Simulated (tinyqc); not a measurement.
Inside a calculation. Method: Hueckel theory of the pi electrons, for the molecule Bc1ccnccc1=O (SMILES; centres numbered as the heavy atoms are written). Computed by tinyqc, a small Python program that keeps every step. Settings: charge = 0. Command: `OMP_NUM_THREADS=1 python tinyqc.py 29024 29025 out.jsonl` (the two numbers bound the seeds that draw the settings). One thread of a shared host (Intel(R) Xeon(R) Processor @ 2.60GHz), about 0.01 s of CPU time with the checks.

## The Hueckel matrix

Centres:
```
centre  z_r, pi electrons of the neutral centre         h
1B                                            0  -0.98000
2C                                            1   0.00000
3C                                            1   0.00000
4C                                            1   0.00000
5N                                            1   0.54000
6C                                            1   0.00000
7C                                            1   0.00000
8C                                            1   0.00000
9O                                            1   1.05000
```

Bonds:
```
i  j        k
1  2  0.80000
2  3        1
3  4        1
4  5        1
5  6        1
6  7        1
7  8        1
8  9        1
8  2        1
```

H_rr = alpha + h_r beta, H_rs = k_rs beta for bonded centres.

Hueckel matrix in units of beta (H = alpha + beta A):
```
          1B       2C       3C       4C       5N       6C       7C       8C
1B  -0.98000  0.80000  0.00000  0.00000  0.00000  0.00000  0.00000  0.00000
2C   0.80000  0.00000  1.00000  0.00000  0.00000  0.00000  0.00000  1.00000
3C   0.00000  1.00000  0.00000  1.00000  0.00000  0.00000  0.00000  0.00000
4C   0.00000  0.00000  1.00000  0.00000  1.00000  0.00000  0.00000  0.00000
5N   0.00000  0.00000  0.00000  1.00000  0.54000  1.00000  0.00000  0.00000
6C   0.00000  0.00000  0.00000  0.00000  1.00000  0.00000  1.00000  0.00000
7C   0.00000  0.00000  0.00000  0.00000  0.00000  1.00000  0.00000  1.00000
8C   0.00000  1.00000  0.00000  0.00000  0.00000  0.00000  1.00000  0.00000
9O   0.00000  0.00000  0.00000  0.00000  0.00000  0.00000  0.00000  1.00000

         9O
1B  0.00000
2C  0.00000
3C  0.00000
4C  0.00000
5N  0.00000
6C  0.00000
7C  0.00000
8C  1.00000
9O  1.05000
```

## Orbitals

pi electrons, sum of z_r less the charge = 8

Diagonalise; E = alpha + x beta with beta < 0, so the largest x are filled first; degenerate levels share their electrons. P = sum n_i c_ri c_si; each orbital has its largest coefficient positive (the first on a tie).

x values: [2.27397, 1.78742, 1.33066, 0.82886, -0.14523, -0.57219, -1.10997, -1.70071, -2.08280]

occupations: [2.00000, 2.00000, 2.00000, 2.00000, 0.00000, 0.00000, 0.00000, 0.00000, 0.00000]

coefficients:
```
        MO1       MO2       MO3       MO4       MO5       MO6       MO7       MO8
1B  0.09101  -0.03648   0.16330  -0.13965  -0.40735   0.09812   0.76610  -0.13274
2C  0.37020  -0.12618   0.47168  -0.31577  -0.42505   0.05002  -0.12446   0.11958
3C  0.27869   0.15986   0.54912  -0.00532   0.37101   0.40779  -0.24217  -0.32847
4C  0.26353   0.41191   0.25902   0.31135   0.37117  -0.28335   0.39326   0.43904
5N  0.32057   0.57640  -0.20446   0.26339  -0.42491  -0.24565  -0.19434  -0.41822
6C  0.29233   0.30711  -0.42067  -0.23527  -0.08000   0.55657  -0.07260   0.49806
7C  0.34417  -0.02747  -0.35531  -0.45840   0.43653  -0.07281   0.27493  -0.42884
8C  0.49032  -0.35621  -0.05213  -0.14468   0.01660  -0.51491  -0.23256   0.23128
9O  0.40060  -0.48305  -0.18573   0.65424  -0.01389   0.31741   0.10767  -0.08408

         MO9
1B  -0.40513
2C   0.55847
3C  -0.35320
4C   0.17717
5N  -0.01582
6C  -0.13569
7C   0.29843
8C  -0.48588
9O   0.15509
```

charge and bond-order matrix P:
```
          1B        2C        3C        4C        5N        6C        7C        8C
1B   0.11157   0.31884   0.21990   0.01555  -0.12404  -0.04088   0.07664   0.13862
2C   0.31884   0.95030   0.68737   0.13888  -0.26733  -0.10933   0.21606   0.49511
3C   0.21990   0.68737   0.80956   0.55972   0.13560  -0.19838  -0.20229   0.10370
4C   0.01555   0.13888   0.55972   0.80629   0.70190   0.04265  -0.31074  -0.15212
5N  -0.12404  -0.26733   0.13560   0.70190   1.09236   0.58954   0.09281  -0.15118
6C  -0.04088  -0.10933  -0.19838   0.04265   0.58954   0.82417   0.69898   0.17981
7C   0.07664   0.21606  -0.20229  -0.31074   0.09281   0.69898   0.91117   0.52676
8C   0.13862   0.49511   0.10370  -0.15212  -0.15118   0.17981   0.52676   0.78189
9O  -0.13524  -0.16988  -0.14209   0.12438   0.12057  -0.21407  -0.16554   0.56702

          9O
1B  -0.13524
2C  -0.16988
3C  -0.14209
4C   0.12438
5N   0.12057
6C  -0.21407
7C  -0.16554
8C   0.56702
9O   1.71268
```

## Energy, charges, bond orders

E = sum n x; q_r = z_r - P_rr; bond order p = P_rs; free valence = sqrt(3) - sum of p over the bonds of the atom.

pi energy = 8 alpha + this times beta = 12.44182

pi charges: 1B -0.11157, 2C 0.04970, 3C 0.19044, 4C 0.19371, 5N -0.09236, 6C 0.17583, 7C 0.08883, 8C 0.21811, 9O -0.71268

Bond orders and lengths from R = 1.517 - 0.180 p (angstrom, C-C alone):
```
bond        p        R
1-2   0.31884        -
2-3   0.68737  1.39327
3-4   0.55972  1.41625
4-5   0.70190        -
5-6   0.58954        -
6-7   0.69898  1.39118
7-8   0.52676  1.42218
8-9   0.56702        -
8-2   0.49511  1.42788
```

free valence of the carbons: 2C 0.23072, 3C 0.48496, 4C 0.47043, 6C 0.44353, 7C 0.50631, 8C 0.14315

gap between the highest filled and the next level = 0.97409 |beta|
